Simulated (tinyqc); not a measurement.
Inside a calculation (part 2 of 3). Method: UHF in the sto-3g basis, for BeH, spin multiplicity 2. This run ends on a higher stationary point, not on the lowest solution. Computed by tinyqc, a small Python program that keeps every step (integrals from PySCF). Command: `OMP_NUM_THREADS=1 python tinyqc.py 29916 29917 out.jsonl` (the two numbers bound the seeds that draw the settings). One thread of a shared host (Intel(R) Xeon(R) Processor @ 2.60GHz), about 0.1 s of CPU time with the checks.

Geometry (angstrom):
```
atom         x         y         z
Be    0.000000  0.000000  0.000000
H     0.000000  0.000000  1.489000
```

## Iteration 2: diagonalisation and new density

extrapolated F(alpha) (hartree):
```
            1Be 1s     1Be 2s    1Be 2px    1Be 2py    1Be 2pz      2H 1s
1Be 1s   -4.498458  -1.300475   0.000000   0.000000   0.021141  -0.255518
1Be 2s   -1.300475  -0.525223   0.000000   0.000000  -0.119245  -0.359218
1Be 2px   0.000000   0.000000  -0.149305  -0.037711   0.000000   0.000000
1Be 2py   0.000000   0.000000  -0.037711   0.220187   0.000000   0.000000
1Be 2pz   0.021141  -0.119245   0.000000   0.000000   0.050719  -0.261338
2H 1s    -0.255518  -0.359218   0.000000   0.000000  -0.261338  -0.169100
```

extrapolated F(beta) (hartree):
```
            1Be 1s     1Be 2s   1Be 2px   1Be 2py    1Be 2pz      2H 1s
1Be 1s   -4.482749  -1.278403  0.000000  0.000000   0.019875  -0.252769
1Be 2s   -1.278403  -0.405454  0.000000  0.000000  -0.112833  -0.332019
1Be 2px   0.000000   0.000000  0.302715  0.004850   0.000000   0.000000
1Be 2py   0.000000   0.000000  0.004850  0.255197   0.000000   0.000000
1Be 2pz   0.019875  -0.112833  0.000000  0.000000   0.061597  -0.274295
2H 1s    -0.252769  -0.332019  0.000000  0.000000  -0.274295  -0.201320
```

X:
```
            1Be 1s     1Be 2s   1Be 2px   1Be 2py    1Be 2pz      2H 1s
1Be 1s    1.027694  -0.144760  0.000000  0.000000  -0.010731   0.023161
1Be 2s   -0.144760   1.117341  0.000000  0.000000   0.106051  -0.279075
1Be 2px   0.000000   0.000000  1.000000  0.000000   0.000000   0.000000
1Be 2py   0.000000   0.000000  0.000000  1.000000   0.000000   0.000000
1Be 2pz  -0.010731   0.106051  0.000000  0.000000   1.123920  -0.327369
2H 1s     0.023161  -0.279075  0.000000  0.000000  -0.327369   1.211332
```

Diagonalise F' = X^T F X, C = X C', fill 3 alpha and 2 beta electrons from the bottom; D(s) = C_occ C_occ^T. Each column has its largest component positive (the first on a tie).

F' = X^T F X (alpha) (hartree):
```
           1          2          3          4          5          6
1  -4.385679  -0.710843   0.000000   0.000000   0.018947  -0.016177
2  -0.710843  -0.151949   0.000000   0.000000   0.022574  -0.328888
3   0.000000   0.000000  -0.149305  -0.037711   0.000000   0.000000
4   0.000000   0.000000  -0.037711   0.220187   0.000000   0.000000
5   0.018947   0.022574   0.000000   0.000000   0.229003  -0.357373
6  -0.016177  -0.328888   0.000000   0.000000  -0.357373   0.144495
```

orbital energies (alpha) (hartree): MO1 -4.502934, MO2 -0.364091, MO3 -0.153114, MO4 0.069306, MO5 0.223996, MO6 0.633589

coefficients C (alpha):
```
               MO1        MO2       MO3        MO4        MO5        MO6
1Be 1s    0.990828  -0.193585  0.000000  -0.210504   0.000000   0.119306
1Be 2s    0.034068   0.568318  0.000000   0.776978   0.000000  -0.656274
1Be 2px   0.000000   0.000000  0.994936   0.000000  -0.100509   0.000000
1Be 2py   0.000000   0.000000  0.100509   0.000000   0.994936   0.000000
1Be 2pz  -0.002235   0.279302  0.000000  -0.599495   0.000000  -0.971761
2H 1s    -0.003525   0.509399  0.000000  -0.291736   0.000000   1.143811
```

F' = X^T F X (beta) (hartree):
```
           1          2         3         4          5          6
1  -4.373158  -0.705930  0.000000  0.000000   0.017023  -0.018740
2  -0.705930  -0.026036  0.000000  0.000000   0.036770  -0.321325
3   0.000000   0.000000  0.302715  0.004850   0.000000   0.000000
4   0.000000   0.000000  0.004850  0.255197   0.000000   0.000000
5   0.017023   0.036770  0.000000  0.000000   0.249814  -0.367405
6  -0.018740  -0.321325  0.000000  0.000000  -0.367405   0.100667
```

orbital energies (beta) (hartree): MO1 -4.486018, MO2 -0.334902, MO3 0.121347, MO4 0.254707, MO5 0.303205, MO6 0.650860

coefficients C (beta):
```
               MO1        MO2        MO3        MO4       MO5        MO6
1Be 1s    0.992364  -0.154296  -0.226835   0.000000  0.000000   0.133094
1Be 2s    0.028406   0.421854   0.825641   0.000000  0.000000  -0.705751
1Be 2px   0.000000   0.000000   0.000000  -0.100509  0.994936   0.000000
1Be 2py   0.000000   0.000000   0.000000   0.994936  0.100509   0.000000
1Be 2pz  -0.002815   0.301434  -0.585692   0.000000  0.000000  -0.973562
2H 1s    -0.001975   0.607424  -0.188426   0.000000  0.000000   1.117337
```

D(alpha) after iteration 2:
```
            1Be 1s     1Be 2s   1Be 2px   1Be 2py    1Be 2pz      2H 1s
1Be 1s    1.019216  -0.076263  0.000000  0.000000  -0.056283  -0.102105
1Be 2s   -0.076263   0.324146  0.000000  0.000000   0.158656   0.289381
1Be 2px   0.000000   0.000000  0.989898  0.100000   0.000000   0.000000
1Be 2py   0.000000   0.000000  0.100000  0.010102   0.000000   0.000000
1Be 2pz  -0.056283   0.158656  0.000000  0.000000   0.078014   0.142284
2H 1s    -0.102105   0.289381  0.000000  0.000000   0.142284   0.259500
```

D(beta) after iteration 2:
```
            1Be 1s     1Be 2s   1Be 2px   1Be 2py    1Be 2pz      2H 1s
1Be 1s    1.008593  -0.036901  0.000000  0.000000  -0.049304  -0.095683
1Be 2s   -0.036901   0.178768  0.000000  0.000000   0.127081   0.256188
1Be 2px   0.000000   0.000000  0.000000  0.000000   0.000000   0.000000
1Be 2py   0.000000   0.000000  0.000000  0.000000   0.000000   0.000000
1Be 2pz  -0.049304   0.127081  0.000000  0.000000   0.090871   0.183104
2H 1s    -0.095683   0.256188  0.000000  0.000000   0.183104   0.368968
```

## Iteration 3: building the Fock matrix

core Hamiltonian H = T + V (hartree):
```
            1Be 1s     1Be 2s    1Be 2px    1Be 2py    1Be 2pz      2H 1s
1Be 1s   -8.222508  -2.024488   0.000000   0.000000  -0.014578  -0.397659
1Be 2s   -2.024488  -2.442392   0.000000   0.000000  -0.130927  -0.989284
1Be 2px   0.000000   0.000000  -1.941177   0.000000   0.000000   0.000000
1Be 2py   0.000000   0.000000   0.000000  -1.941177   0.000000   0.000000
1Be 2pz  -0.014578  -0.130927   0.000000   0.000000  -2.041012  -1.076423
2H 1s    -0.397659  -0.989284   0.000000   0.000000  -1.076423  -1.882112
```

Two-electron integrals (ij|kl) in chemists' order, unique and non-zero (hartree):
```
(11|11) 2.298831   (21|11) 0.392036   (21|21) 0.079539   (22|11) 0.570988
(22|21) 0.143041   (22|22) 0.417683   (31|31) 0.014607   (32|31) 0.021888
(32|32) 0.092265   (33|11) 0.569578   (33|21) 0.143083   (33|22) 0.417589
(33|33) 0.449859   (41|41) 0.014607   (42|41) 0.021888   (42|42) 0.092265
(43|43) 0.024249   (44|11) 0.569578   (44|21) 0.143083   (44|22) 0.417589
(44|33) 0.401360   (44|44) 0.449859   (51|51) 0.014607   (52|51) 0.021888
(52|52) 0.092265   (53|53) 0.024249   (54|54) 0.024249   (55|11) 0.569578
(55|21) 0.143083   (55|22) 0.417589   (55|33) 0.401360   (55|44) 0.401360
(55|55) 0.449859   (61|11) 0.074699   (61|21) 0.015148   (61|22) 0.027474
(61|33) 0.027281   (61|44) 0.027281   (61|51) 0.001338   (61|52) 0.002528
(61|55) 0.027875   (61|61) 0.003025   (62|11) 0.186134   (62|21) 0.047338
(62|22) 0.151224   (62|33) 0.145431   (62|44) 0.145431   (62|51) 0.006190
(62|52) 0.038408   (62|55) 0.162673   (62|61) 0.009974   (62|62) 0.082418
(63|31) 0.004282   (63|32) 0.020201   (63|53) 0.006600   (63|63) 0.007439
(64|41) 0.004282   (64|42) 0.020201   (64|54) 0.006600   (64|64) 0.007439
(65|11) 0.201552   (65|21) 0.051874   (65|22) 0.173729   (65|33) 0.163437
(65|44) 0.163437   (65|51) 0.010029   (65|52) 0.059672   (65|55) 0.194137
(65|61) 0.011406   (65|62) 0.107554   (65|65) 0.144701   (66|11) 0.353588
(66|21) 0.091524   (66|22) 0.328039   (66|33) 0.304354   (66|44) 0.304354
(66|51) 0.013840   (66|52) 0.111544   (66|55) 0.375142   (66|61) 0.019753
(66|62) 0.228374   (66|65) 0.316039   (66|66) 0.774606
```

nuclear repulsion = 1.42156403 hartree

J_ij = sum D_kl (ij|kl) with D = D(alpha) + D(beta), K_ij = sum D_kl (ik|jl) for each spin; F = H + J - K(s); E = tr D H + tr D J / 2 - 0.5 sum_s tr D(s) K(s) + E_nn.

Coulomb J (hartree):
```
           1Be 1s    1Be 2s   1Be 2px   1Be 2py   1Be 2pz     2H 1s
1Be 1s   6.052722  1.153096  0.000000  0.000000  0.030874  0.224537
1Be 2s   1.153096  2.297012  0.000000  0.000000  0.197949  0.935831
1Be 2px  0.000000  0.000000  2.295308  0.004850  0.000000  0.000000
1Be 2py  0.000000  0.000000  0.004850  2.247789  0.000000  0.000000
1Be 2pz  0.030874  0.197949  0.000000  0.000000  2.338535  1.118178
2H 1s    0.224537  0.935831  0.000000  0.000000  1.118178  2.223662
```

exchange K(alpha) (hartree):
```
            1Be 1s    1Be 2s   1Be 2px   1Be 2py    1Be 2pz     2H 1s
1Be 1s    2.319415  0.424846  0.000000  0.000000  -0.003327  0.080663
1Be 2s    0.424846  0.404276  0.000000  0.000000   0.186612  0.313055
1Be 2px   0.000000  0.000000  0.503533  0.042561   0.000000  0.000000
1Be 2py   0.000000  0.000000  0.042561  0.086523   0.000000  0.000000
1Be 2pz  -0.003327  0.186612  0.000000  0.000000   0.226084  0.284840
2H 1s     0.080663  0.313055  0.000000  0.000000   0.284840  0.498935
```

exchange K(beta) (hartree):
```
            1Be 1s    1Be 2s   1Be 2px   1Be 2py    1Be 2pz     2H 1s
1Be 1s    2.300271  0.404143  0.000000  0.000000  -0.002165  0.078454
1Be 2s    0.404143  0.265618  0.000000  0.000000   0.185847  0.289073
1Be 2px   0.000000  0.000000  0.046507  0.000000   0.000000  0.000000
1Be 2py   0.000000  0.000000  0.000000  0.046507   0.000000  0.000000
1Be 2pz  -0.002165  0.185847  0.000000  0.000000   0.223630  0.317431
2H 1s     0.078454  0.289073  0.000000  0.000000   0.317431  0.571184
```

F(alpha) (hartree):
```
            1Be 1s     1Be 2s    1Be 2px    1Be 2py    1Be 2pz      2H 1s
1Be 1s   -4.489201  -1.296238   0.000000   0.000000   0.019623  -0.253785
1Be 2s   -1.296238  -0.549655   0.000000   0.000000  -0.119590  -0.366508
1Be 2px   0.000000   0.000000  -0.149403  -0.037711   0.000000   0.000000
1Be 2py   0.000000   0.000000  -0.037711   0.220089   0.000000   0.000000
1Be 2pz   0.019623  -0.119590   0.000000   0.000000   0.071439  -0.243084
2H 1s    -0.253785  -0.366508   0.000000   0.000000  -0.243084  -0.157385
```

F(beta) (hartree):
```
            1Be 1s     1Be 2s   1Be 2px   1Be 2py    1Be 2pz      2H 1s
1Be 1s   -4.470057  -1.275535  0.000000  0.000000   0.018461  -0.251576
1Be 2s   -1.275535  -0.410997  0.000000  0.000000  -0.118825  -0.342526
1Be 2px   0.000000   0.000000  0.307623  0.004850   0.000000   0.000000
1Be 2py   0.000000   0.000000  0.004850  0.260104   0.000000   0.000000
1Be 2pz   0.018461  -0.118825  0.000000  0.000000   0.073893  -0.275676
2H 1s    -0.251576  -0.342526  0.000000  0.000000  -0.275676  -0.229634
```

total energy of this density = -14.80198013 hartree

## Iteration 3: DIIS over 3 matrices

error matrix X^T (FDS - SDF) X (alpha):
```
           1          2         3         4          5          6
1   0.000000  -0.000363  0.000000  0.000000   0.004851   0.002116
2   0.000363   0.000000  0.000000  0.000000  -0.015850  -0.019467
3   0.000000   0.000000  0.000000  0.000000   0.000000   0.000000
4   0.000000   0.000000  0.000000  0.000000   0.000000   0.000000
5  -0.004851   0.015850  0.000000  0.000000   0.000000   0.005499
6  -0.002116   0.019467  0.000000  0.000000  -0.005499   0.000000
```

B (overlaps of the stored error matrices):
```
               1              2              3
1  4.0449081e-02  1.2511616e-02  5.1819693e-03
2  1.2511616e-02  6.6026879e-03  3.3640024e-03
3  5.1819693e-03  3.3640024e-03  2.0671022e-03
```

Minimise |sum c_i e_i|^2 with sum c_i = 1: solve [B -1; -1 0][c; lambda] = [0; -1] with B_ij = tr e_i^T e_j summed over both spins, and take F = sum c_i F_i.

DIIS coefficients: 0.068186  -0.879730  1.811544

extrapolated F(alpha) (hartree):
```
            1Be 1s     1Be 2s    1Be 2px    1Be 2py    1Be 2pz      2H 1s
1Be 1s   -4.483148  -1.291900   0.000000   0.000000   0.018443  -0.252113
1Be 2s   -1.291900  -0.575558   0.000000   0.000000  -0.119843  -0.375750
1Be 2px   0.000000   0.000000  -0.151188  -0.037711   0.000000   0.000000
1Be 2py   0.000000   0.000000  -0.037711   0.218304   0.000000   0.000000
1Be 2pz   0.018443  -0.119843   0.000000   0.000000   0.094242  -0.224051
2H 1s    -0.252113  -0.375750   0.000000   0.000000  -0.224051  -0.145671
```

extrapolated F(beta) (hartree):
```
            1Be 1s     1Be 2s   1Be 2px   1Be 2py    1Be 2pz      2H 1s
1Be 1s   -4.461085  -1.272287  0.000000  0.000000   0.017217  -0.250524
1Be 2s   -1.272287  -0.418329  0.000000  0.000000  -0.122904  -0.353555
1Be 2px   0.000000   0.000000  0.310662  0.004850   0.000000   0.000000
1Be 2py   0.000000   0.000000  0.004850  0.263143   0.000000   0.000000
1Be 2pz   0.017217  -0.122904  0.000000  0.000000   0.088283  -0.274882
2H 1s    -0.250524  -0.353555  0.000000  0.000000  -0.274882  -0.255081
```

## Iteration 3: diagonalisation and new density

As before.

F' = X^T F X (alpha) (hartree):
```
           1          2          3          4          5          6
1  -4.372785  -0.697317   0.000000   0.000000   0.015909  -0.012167
2  -0.697317  -0.206609   0.000000   0.000000   0.017129  -0.338091
3   0.000000   0.000000  -0.151188  -0.037711   0.000000   0.000000
4   0.000000   0.000000  -0.037711   0.218304   0.000000   0.000000
5   0.015909   0.017129   0.000000   0.000000   0.259563  -0.329960
6  -0.012167  -0.338091   0.000000   0.000000  -0.329960   0.161241
```

orbital energies (alpha) (hartree): MO1 -4.487394, MO2 -0.378068, MO3 -0.154997, MO4 0.081327, MO5 0.222114, MO6 0.625546

coefficients C (alpha):
```
               MO1        MO2       MO3        MO4        MO5        MO6
1Be 1s    0.990962  -0.217671  0.000000  -0.187914   0.000000   0.114294
1Be 2s    0.033758   0.662083  0.000000   0.716792   0.000000  -0.636595
1Be 2px   0.000000   0.000000  0.994936   0.000000  -0.100509   0.000000
1Be 2py   0.000000   0.000000  0.100509   0.000000   0.994936   0.000000
1Be 2pz  -0.001323   0.217726  0.000000  -0.610644   0.000000  -0.980529
2H 1s    -0.004228   0.459677  0.000000  -0.369601   0.000000   1.142361
```

F' = X^T F X (beta) (hartree):
```
           1          2         3         4          5          6
1  -4.352115  -0.701702  0.000000  0.000000   0.014476  -0.014823
2  -0.701702  -0.036179  0.000000  0.000000   0.029888  -0.327243
3   0.000000   0.000000  0.310662  0.004850   0.000000   0.000000
4   0.000000   0.000000  0.004850  0.263143   0.000000   0.000000
5   0.014476   0.029888  0.000000  0.000000   0.277213  -0.357708
6  -0.014823  -0.327243  0.000000  0.000000  -0.357708   0.036923
```

orbital energies (beta) (hartree): MO1 -4.464343, MO2 -0.370410, MO3 0.134218, MO4 0.262653, MO5 0.311152, MO6 0.626377

coefficients C (beta):
```
               MO1        MO2        MO3        MO4       MO5        MO6
1Be 1s    0.992303  -0.155170  -0.227252   0.000000  0.000000   0.131814
1Be 2s    0.028759   0.416901   0.838682   0.000000  0.000000  -0.693192
1Be 2px   0.000000   0.000000   0.000000  -0.100509  0.994936   0.000000
1Be 2py   0.000000   0.000000   0.000000   0.994936  0.100509   0.000000
1Be 2pz  -0.001902   0.252968  -0.559809   0.000000  0.000000  -1.002171
2H 1s    -0.002614   0.641282  -0.239479   0.000000  0.000000   1.088262
```

D(alpha) after iteration 3:
```
            1Be 1s     1Be 2s   1Be 2px   1Be 2py    1Be 2pz      2H 1s
1Be 1s    1.029387  -0.110663  0.000000  0.000000  -0.048703  -0.104249
1Be 2s   -0.110663   0.439494  0.000000  0.000000   0.144108   0.304202
1Be 2px   0.000000   0.000000  0.989898  0.100000   0.000000   0.000000
1Be 2py   0.000000   0.000000  0.100000  0.010102   0.000000   0.000000
1Be 2pz  -0.048703   0.144108  0.000000  0.000000   0.047406   0.100089
2H 1s    -0.104249   0.304202  0.000000  0.000000   0.100089   0.211321
```

D(beta) after iteration 3:
```
            1Be 1s     1Be 2s   1Be 2px   1Be 2py    1Be 2pz      2H 1s
1Be 1s    1.008743  -0.036153  0.000000  0.000000  -0.041141  -0.102101
1Be 2s   -0.036153   0.174634  0.000000  0.000000   0.105408   0.267276
1Be 2px   0.000000   0.000000  0.000000  0.000000   0.000000   0.000000
1Be 2py   0.000000   0.000000  0.000000  0.000000   0.000000   0.000000
1Be 2pz  -0.041141   0.105408  0.000000  0.000000   0.063997   0.162229
2H 1s    -0.102101   0.267276  0.000000  0.000000   0.162229   0.411249
```
